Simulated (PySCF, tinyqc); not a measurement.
Worked calculation: CCSD on RHF in the sto-6g basis, for BeH+, spin multiplicity 1. The lowest restricted solution is unstable here: a spin-polarised one lies 0.0201 hartree lower (PySCF). One step of it, computed by the program tinyqc.

Problem. Iteration 1: building the Fock matrix. J_ij = sum D_kl (ij|kl), K_ij = sum D_kl (ik|jl); F = H + J - 0.5 K; E = tr D H + tr D J / 2 - 0.25 tr D K + E_nn.

D at the start, order 1Be 1s, 1Be 2s, 1Be 2px, 1Be 2py, 1Be 2pz, 2H 1s:
$$\begin{pmatrix}
1.722028 & -0.419553 & 0.000000 & 0.000000 & 0.006425 & -0.025301 \\
-0.419553 & 1.662979 & 0.000000 & 0.000000 & -0.017789 & 0.104400 \\
0.000000 & 0.000000 & 0.000000 & 0.000000 & 0.000000 & 0.000000 \\
0.000000 & 0.000000 & 0.000000 & 0.000000 & 0.000000 & 0.000000 \\
0.006425 & -0.017789 & 0.000000 & 0.000000 & 0.001179 & 0.026179 \\
-0.025301 & 0.104400 & 0.000000 & 0.000000 & 0.026179 & 0.761877
\end{pmatrix}$$

core Hamiltonian H = T + V (hartree), order 1Be 1s, 1Be 2s, 1Be 2px, 1Be 2py, 1Be 2pz, 2H 1s:
$$\begin{pmatrix}
-8.213299 & -1.926204 & 0.000000 & 0.000000 & -0.008683 & -0.130317 \\
-1.926204 & -2.344658 & 0.000000 & 0.000000 & -0.085065 & -0.516195 \\
0.000000 & 0.000000 & -1.884570 & 0.000000 & 0.000000 & 0.000000 \\
0.000000 & 0.000000 & 0.000000 & -1.884570 & 0.000000 & 0.000000 \\
-0.008683 & -0.085065 & 0.000000 & 0.000000 & -1.941089 & -0.632848 \\
-0.130317 & -0.516195 & 0.000000 & 0.000000 & -0.632848 & -1.539522
\end{pmatrix}$$

Two-electron integrals (ij|kl) in chemists' order, unique and non-zero (hartree):
```
(11|11) 2.299996   (21|11) 0.361879   (21|21) 0.071926   (22|11) 0.570332
(22|21) 0.139654   (22|22) 0.417773   (31|31) 0.015252   (32|31) 0.022555
(32|32) 0.092340   (33|11) 0.570332   (33|21) 0.139654   (33|22) 0.417773
(33|33) 0.450117   (41|41) 0.015252   (42|41) 0.022555   (42|42) 0.092340
(43|43) 0.024258   (44|11) 0.570332   (44|21) 0.139654   (44|22) 0.417773
(44|33) 0.401601   (44|44) 0.450117   (51|51) 0.015252   (52|51) 0.022555
(52|52) 0.092340   (53|53) 0.024258   (54|54) 0.024258   (55|11) 0.570332
(55|21) 0.139654   (55|22) 0.417773   (55|33) 0.401601   (55|44) 0.401601
(55|55) 0.450117   (61|11) 0.024407   (61|21) 0.004735   (61|22) 0.009242
(61|33) 0.009165   (61|44) 0.009165   (61|51) 0.000476   (61|52) 0.000948
(61|55) 0.009395   (61|61) 0.000330   (62|11) 0.091921   (62|21) 0.023064
(62|22) 0.079572   (62|33) 0.076278   (62|44) 0.076278   (62|51) 0.003065
(62|52) 0.021037   (62|55) 0.086159   (62|61) 0.001704   (62|62) 0.027425
(63|31) 0.001728   (63|32) 0.008895   (63|53) 0.003210   (63|63) 0.001879
(64|41) 0.001728   (64|42) 0.008895   (64|54) 0.003210   (64|64) 0.001879
(65|11) 0.111237   (65|21) 0.028155   (65|22) 0.100729   (65|33) 0.095054
(65|44) 0.095054   (65|51) 0.004850   (65|52) 0.032561   (65|55) 0.112080
(65|61) 0.002147   (65|62) 0.038851   (65|65) 0.055905   (66|11) 0.267091
(66|21) 0.068012   (66|22) 0.261395   (66|33) 0.245315   (66|44) 0.245315
(66|51) 0.008599   (66|52) 0.079716   (66|55) 0.293554   (66|61) 0.005067
(66|62) 0.125474   (66|65) 0.186035   (66|66) 0.774999
```

nuclear repulsion = 1.06904487 hartree

Give: Coulomb J; exchange K; Fock matrix F; total energy of this density.

Solution.

Coulomb J (hartree), order 1Be 1s, 1Be 2s, 1Be 2px, 1Be 2py, 1Be 2pz, 2H 1s:
$$\begin{pmatrix}
4.8334 & 0.8531 & 0.0000 & 0.0000 & 0.0068 & 0.0577 \\
0.8531 & 1.7808 & 0.0000 & 0.0000 & 0.0638 & 0.3739 \\
0.0000 & 0.0000 & 1.7675 & 0.0000 & 0.0000 & 0.0000 \\
0.0000 & 0.0000 & 0.0000 & 1.7675 & 0.0000 & 0.0000 \\
0.0068 & 0.0638 & 0.0000 & 0.0000 & 1.8073 & 0.4871 \\
0.0577 & 0.3739 & 0.0000 & 0.0000 & 0.4871 & 1.4613
\end{pmatrix}$$

exchange K (hartree), order 1Be 1s, 1Be 2s, 1Be 2px, 1Be 2py, 1Be 2pz, 2H 1s:
$$\begin{pmatrix}
3.7767 & 0.5883 & 0.0000 & 0.0000 & 0.0031 & 0.0447 \\
0.5883 & 0.7390 & 0.0000 & 0.0000 & 0.0366 & 0.2521 \\
0.0000 & 0.0000 & 0.1643 & 0.0000 & 0.0000 & 0.0000 \\
0.0000 & 0.0000 & 0.0000 & 0.1643 & 0.0000 & 0.0000 \\
0.0031 & 0.0366 & 0.0000 & 0.0000 & 0.2164 & 0.1952 \\
0.0447 & 0.2521 & 0.0000 & 0.0000 & 0.1952 & 0.6696
\end{pmatrix}$$

Fock matrix F (hartree), order 1Be 1s, 1Be 2s, 1Be 2px, 1Be 2py, 1Be 2pz, 2H 1s:
$$\begin{pmatrix}
-5.2682 & -1.3673 & 0.0000 & 0.0000 & -0.0034 & -0.0949 \\
-1.3673 & -0.9334 & 0.0000 & 0.0000 & -0.0396 & -0.2683 \\
0.0000 & 0.0000 & -0.1992 & 0.0000 & 0.0000 & 0.0000 \\
0.0000 & 0.0000 & 0.0000 & -0.1992 & 0.0000 & 0.0000 \\
-0.0034 & -0.0396 & 0.0000 & 0.0000 & -0.2421 & -0.2433 \\
-0.0949 & -0.2683 & 0.0000 & 0.0000 & -0.2433 & -0.4130
\end{pmatrix}$$

total energy of this density = -12.724701 hartree

This density is the starting one; it is not idempotent, so its energy is not variational and may lie below the converged one.
